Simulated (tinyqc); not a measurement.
# Changing the hopping t

Model: Holstein polaron on two sites. Computed by tinyqc, a small Python program. Command: `OMP_NUM_THREADS=1 python tinyqc.py 3011789 3011790 out.jsonl holstein sweep`. One thread of a shared host (Intel(R) Xeon(R) Processor @ 2.30GHz), about 0.03 s of CPU time with the checks.

One electron on sites 1 and 2: H = -t (c1+ c2 + c2+ c1) + hbar omega sum_i b_i+ b_i - g hbar omega sum_i n_i (b_i + b_i+). The symmetric phonon shifts the energy by -g^2 hbar omega/2 and drops out; with b = (b_1 - b_2)/sqrt(2) there remains H = -t sigma_x + hbar omega b+ b - (g hbar omega/sqrt(2)) sigma_z (b + b+). Parity splits it into blocks p = +1 and -1 over phonon numbers n. Zero-point energies are left out. Weights Z refer to mode b alone; the displaced symmetric mode multiplies the full zero-phonon weight by exp(-g^2/2).

Inputs (values chosen for the exercise, for a model dimer): phonon energy hbar omega = 111 meV; coupling g = 1.03.

Method. Block p: H_nn = n hbar omega - p t (-1)^n - g^2 hbar omega/2, H_(n,n+1) = -(g hbar omega/sqrt(2)) sqrt(n + 1). Use 60 levels in both blocks; Z = c_0^2 is the weight of n = 0 in the ground state c; the splitting is the lowest odd level less the lowest even one, which without coupling is the smaller of 2t and hbar omega; <sigma_x> = sum (-1)^n c_n^2 measures the kinetic energy.

One run for each value:

| hopping t (meV) | splitting/(2t) | weight Z of n = 0 in mode b | <sigma_x> | mean phonon number in b |
|---|---|---|---|---|
| 5.6 | 0.34579 | 0.61711 | 0.39446 | 0.49390 |
| 10.0 | 0.34503 | 0.63892 | 0.43074 | 0.46604 |
| 20.0 | 0.34175 | 0.68535 | 0.50704 | 0.40635 |
| 37.0 | 0.33192 | 0.75291 | 0.61604 | 0.31882 |
| 70.0 | 0.30330 | 0.84452 | 0.76056 | 0.19952 |
| 250.0 | 0.16836 | 0.97340 | 0.95904 | 0.03317 |
| 470.0 | 0.10275 | 0.99155 | 0.98689 | 0.01040 |
| 890.0 | 0.05813 | 0.99752 | 0.99612 | 0.00303 |

Give the missing row, hopping t (meV) = 130.0.

Computed row:
```
hopping t (meV)  splitting/(2t)  weight Z of n = 0 in mode b  <sigma_x>  mean phonon number in b
130.0                   0.24661                      0.92509    0.88508                  0.09497
```

Interpolating between the two neighbouring rows (the first column on a logarithmic scale, the others too where they are positive) misses most in mean phonon number in b, by 12 %. Over the rows, splitting/(2t) falls from 0.346 to 0.0581 (exponent d ln y / d ln x -0.0038 between the first rows and -0.89 between the last); weight Z of n = 0 in mode b rises from 0.617 to 0.998 (exponent d ln y / d ln x 0.060 between the first rows and 0.0094 between the last); <sigma_x> rises from 0.394 to 0.996 (exponent d ln y / d ln x 0.15 between the first rows and 0.015 between the last). For t much below hbar omega the ratio tends to exp(-g^2) = 0.346; the first row has 0.346.

Caution (rows 130, 250, 470, 890): with hbar omega below 2t the lowest odd level starts as a one-phonon state, so the splitting here is a softened phonon and not a narrowed hopping.

Extremes, crossings and ranges named in words are read from the listed rows.
